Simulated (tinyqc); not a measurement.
# Current crowding under a contact, resistor ladder against the transmission-line model: what changes with what

A metal contact of length d and width W on a thin layer of the same width. The metal has no resistance, the sheet resistance under it equals Rsh, and current enters the layer at the front edge x = 0.

Parameters, values chosen for the exercise:

| symbol | value | unit | meaning |
|---|---|---|---|
| Rsh | 29 | ohm/sq | sheet resistance of the semiconductor layer |
| rc | 2e-9 | ohm cm^2 | specific contact resistivity |
| d | 0.11 | um | contact length |
| W | 15 | um | contact width |

Each table varies one quantity; the others keep the values above.

## Effect of the contact length

Transfer length Lt = sqrt(rc/Rsh); front resistance Rc = (Rsh Lt/W) coth(d/Lt); end resistance Re = (Rsh Lt/W)/sinh(d/Lt).

Effect of the contact length:

| d (um) | d/Lt | Rc W (ohm um) | rc/d (ohm um) | Re/Rc |
|---|---|---|---|---|
| 0.012 | 0.14450 | 16.783 | 16.667 | 0.98965 |
| 0.018 | 0.21675 | 11.285 | 11.111 | 0.97696 |
| 0.027 | 0.32512 | 7.6666 | 7.4074 | 0.94938 |
| 0.04 | 0.48166 | 5.3808 | 5.0000 | 0.89425 |
| 0.06 | 0.72250 | 3.8941 | 3.3333 | 0.78582 |
| 0.089 | 1.0717 | 3.0481 | 2.2472 | 0.61298 |
| 0.13 | 1.5654 | 2.6283 | 1.5385 | 0.40051 |
| 0.2 | 2.4083 | 2.4476 | 1.0000 | 0.17849 |
| 0.29 | 3.4921 | 2.4128 | 0.68966 | 0.060820 |
| 0.44 | 5.2983 | 2.4084 | 0.45455 | 0.0099999 |

What does the table show?

Rc W falls from 16.8 to 2.41 ohm um, as d^(-0.98) between the first two rows. It levels off at sqrt(rc Rsh) = 2.41 ohm um and, among the rows, is within 5 % of that from d = 0.2 um on (Lt = 0.0830 um): metal beyond two transfer lengths lowers Rc by less than 4 %.

## Effect of the sheet resistance

Same model as above.

Results:

| Rsh (ohm/sq) | Lt (um) | d/Lt | Rc W (ohm um) | Re W (ohm um) |
|---|---|---|---|---|
| 1.1 | 0.42640 | 0.25797 | 1.8583 | 1.7982 |
| 3.3 | 0.24618 | 0.44682 | 1.9376 | 1.7591 |
| 29 | 0.083045 | 1.3246 | 2.7748 | 1.3783 |
| 85 | 0.048507 | 2.2677 | 4.2125 | 0.86314 |
| 250 | 0.028284 | 3.8891 | 7.0770 | 0.28953 |
| 740 | 0.016440 | 6.6910 | 12.166 | 0.030219 |

Estimate the missing row, Rsh = 9.7 ohm/sq.

Computed row:

| Rsh (ohm/sq) | Lt (um) | d/Lt | Rc W (ohm um) | Re W (ohm um) |
|---|---|---|---|---|
| 9.7 | 0.14359 | 0.76606 | 2.1607 | 1.6518 |

With this row back in the table: Rc W rises from 1.86 to 12.2 ohm um while Re W falls from 1.80 to 0.0302 ohm um; for Rsh going to zero both tend to rc/d = 1.82 ohm um. A larger Rsh shortens Lt and crowds the current to the front edge. In 1 of the 7 rows Lt is below 20 nm, near the thickness of a real layer, where current spreads in depth and the line model fails.

Program tinyqc, `OMP_NUM_THREADS=1 python tinyqc.py 2760089 2760090 out.jsonl`; Intel Xeon 2.30GHz, shared host, one thread, about 0.01 s.
